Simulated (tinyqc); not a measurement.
Tight binding, honeycomb lattice, step by step. Computed by tinyqc, a small Python program that keeps every step. Settings: t1 = 1.11, t2 = 0.32, phi = 1.57, delta = 0, points = 5. Command: `OMP_NUM_THREADS=1 python tinyqc.py 26036 26037 out.jsonl` (the two numbers bound the seeds that draw the settings). One thread of a shared host (Intel(R) Xeon(R) Processor @ 2.60GHz), about 0.01 s of CPU time with the checks.

## Bloch Hamiltonian at k

Parameters chosen for this model:
```
parameter     value                        unit
t1         1.110000                 eV, nearest
t2         0.320000       eV, second neighbours
phi        1.570000  rad, phase of t2 (Haldane)
delta             0          eV, +/- on A and B
```

k point k (fractions of the reciprocal vectors): -0.0100  0.2400

H_AB = -t1 (1 + exp(-i k.a1) + exp(-i k.a2)); H_AA = delta - 2 t2 sum cos(k.b + phi), H_BB = -delta - 2 t2 sum cos(k.b - phi), b = a1, a2 - a1, -a2.

H(k) at k (eV):
```
                 A                B
A          -0.0395  -2.2875+1.0381i
B  -2.2875-1.0381i           0.0384
```

## Levels at k

Diagonalise the Hermitian matrix.

eigenvalues (eV): -2.5129  2.5118

weights |c|^2 of the basis functions:
```
   band 1  band 2
A  0.5077  0.4923
B  0.4923  0.5077
```

## Bloch Hamiltonian at K

k point K (fractions of the reciprocal vectors): 0.3333  0.6667

As before.

H(k) at K (eV):
```
        A        B
A  1.6635   0.0000
B  0.0000  -1.6620
```

## Levels at K

As before.

eigenvalues (eV): -1.6620  1.6635

weights |c|^2 of the basis functions:
```
   band 1  band 2
A  0.0000  1.0000
B  1.0000  0.0000
```

## Bands along a path

The same steps at evenly spaced points between the labelled ones.

Bands along the path (eV):
```
k           band 1  band 2
G          -3.3315  3.3285
G-K 0.25   -3.0349  3.0327
G-K 0.50   -2.2884  2.2879
G-K 0.75   -1.6937  1.6948
K          -1.6620  1.6635
K-M 0.25   -1.6113  1.6128
K-M 0.50   -1.4439  1.4451
K-M 0.75   -1.2218  1.2229
M          -1.1095  1.1105
M-K' 0.25  -1.2218  1.2229
M-K' 0.50  -1.4439  1.4451
M-K' 0.75  -1.6113  1.6128
K'         -1.6620  1.6635
```

With 1 band(s) filled, the highest filled level on these points lies at M and the lowest empty one at M: a gap of 2.2200 eV, direct.

## Chern number of the lower band

On a 5 x 5 mesh, the phase of the product of overlaps around each plaquette (k1 then k2); the sum over 2 pi is an integer.

plaquette phases (rad):
```
         1        2        3        4        5
1   0.0000  -0.0496  -0.4977   0.0770   0.0880
2  -0.0496  -0.2752  -0.5370  -0.2277   0.0770
3  -0.4977  -0.5370  -1.4245  -0.5370  -0.4977
4   0.0770  -0.2277  -0.5370  -0.2752  -0.0496
5   0.0880   0.0770  -0.4977  -0.0496   0.0000
```

Chern number = -1.0000
